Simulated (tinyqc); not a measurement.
Gupta-type many-body potential for a metal. Inputs raised by 2 %, one at a time. Computed by tinyqc, a small Python program. Command: `OMP_NUM_THREADS=1 python tinyqc.py 3021064 3021065 out.jsonl gupta sens`. One thread of a shared host (Intel(R) Xeon(R) Processor @ 2.30GHz), about 0.03 s of CPU time with the checks.

E_i = sum_j A exp(-p (r_ij/r0 - 1)) - xi rho_i^gamma, with rho_i = sum_j exp(-2 q (r_ij/r0 - 1)); gamma = 1/2 is the tight-binding second-moment form. The crystal is fcc unless stated; d is the neighbour distance and a fixed number of shells is kept.

Inputs (values chosen for the exercise, modelled on copper):
```
quantity                   value      unit
repulsion A               0.0841        eV
hopping xi                  1.23        eV
decay p                     10.9         -
decay q                     2.28         -
reference distance r0      2.556  angstrom
shells kept                    1         -
embedding exponent gamma     0.5         -
```

Constants: 1 eV/angstrom^3 = 160.2176634 GPa.

Method:
- fcc shells: d sqrt(k), k = 1..5, with 12, 6, 24, 12, 24 atoms; Omega = d^3/sqrt2.
- Equilibrium: dE/dd = 0; B = d^2 E''(d)/(9 Omega).
- Repulsion and density of one neighbour in each shell, and their sums.
- Each neighbour j of the vacancy loses one repulsive term and one density term: E_v = sum_shells count x {-repulsion - xi [(rho - density)^gamma - rho^gamma]}. (The removed atom returns to a bulk-like site, so its own energy cancels.)
- Second derivatives of E/Omega at equilibrium under homogeneous strain: e_xx = h gives C11; e_xx = -e_yy = h gives 2 (C11 - C12); e_xy = e_yx = h/2 gives C44.

Runs; columns: (1) input moved; (2) from; (3) to; (4) cohesive energy E_c (eV); (5) neighbour distance d (angstrom); (6) vacancy energy E_v (eV); (7) Cauchy pressure C12 - C44 (GPa):
```
(1)                                  (2)       (3)    (4)    (5)    (6)    (7)
base run                               -         -  3.261  2.593  1.244  31.85
repulsion A (eV)                  0.0841  0.085782  3.244  2.599  1.237  31.62
hopping xi (eV)                     1.23    1.2546  3.343  2.587  1.275  32.74
decay p                             10.9    11.118  3.263  2.598  1.255  31.66
decay q                             2.28    2.3256  3.258  2.587  1.232  33.37
reference distance r0 (angstrom)   2.556   2.60712  3.261  2.645  1.244  30.02
embedding exponent gamma             0.5      0.51  3.363  2.580  1.315  33.18
```

Exponents ln(y'/y) / ln(x'/x):
```
input                     cohesive energy E_c  neighbour distance d  vacancy energy E_v  Cauchy pressure C12 - C44
repulsion A                            -0.265                 0.114              -0.265                     -0.379
hopping xi                              1.265                -0.114               1.265                      1.379
decay p                                 0.044                 0.094               0.465                     -0.311
decay q                                -0.039                -0.111              -0.476                      2.340
reference distance r0                   0.000                 1.000               0.000                     -3.000
embedding exponent gamma                1.556                -0.256               2.787                      2.060
```

To which inputs is each result most sensitive?

Among the inputs moved here: cohesive energy E_c answers most in size to embedding exponent gamma (exponent +1.556), next to hopping xi (+1.265); its exponent is below 0.0005 for reference distance r0. Its exponent 0.000 in reference distance r0: energies do not depend on the length scale. Neighbour distance d answers most in size to reference distance r0 (exponent +1.000), next to embedding exponent gamma (-0.256). Its exponent +1.000 in reference distance r0: r0 is the length scale. Vacancy energy E_v answers most in size to embedding exponent gamma (exponent +2.787), next to hopping xi (+1.265); its exponent is below 0.0005 for reference distance r0. Cauchy pressure C12 - C44 answers most in size to reference distance r0 (exponent -3.000), next to decay q (+2.340).
